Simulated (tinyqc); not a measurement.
# Area and perimeter leakage from two diodes

Question. A square diode and a finger diode leak I = JA area + JP perimeter. Find JA, JP and the side of the square at which both parts are equal.

areas (um^2): [90000, 31000]
perimeters (um): [1200, 12710]
leakage currents (pA): [14.256000, 12.657300]

Solution. Two linear equations give JA and JP; for a square of side a, JA a^2 = 4 JP a at a = 4 JP/JA.

JA = 1.50e-8 A/cm^2
JP = 6.30e-12 A/cm
side for equal parts = 16.8 um

Program tinyqc, `OMP_NUM_THREADS=1 python tinyqc.py 2290008 2290009 out.jsonl`; Intel Xeon 2.30GHz, shared host, one thread, about 0.01 s.
